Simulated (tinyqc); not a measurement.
Grain growth, pinning, strength and diffusional creep of a polycrystal or thin film: one step, computed by the program tinyqc.

One mean grain size d describes the structure.

Task: Grain size after the anneal. dd/dt = 2 M gamma (1/d - 1/d_lim) integrates to 2 M gamma t = d_lim (d0 - d) + d_lim^2 ln[(d_lim - d0)/(d_lim - d)]; without pinning d^2 = d0^2 + 4 M gamma t.

Inputs (values chosen for the exercise, modelled on aluminium):
```
quantity               value   unit
boundary energy gamma   0.33  J/m^2
anneal temperature T     388      K
anneal time t          24000      s
initial grain size d0     80     nm
```

mobility M = 1.140463e-19 m^4/(J s)

limit d_lim = 498.9937 nm

Give: size without pinning; grain size d.

Result:

size without pinning = 100.1 nm

grain size d = 96.80 nm

Pinning holds d to 97 % of the free value.
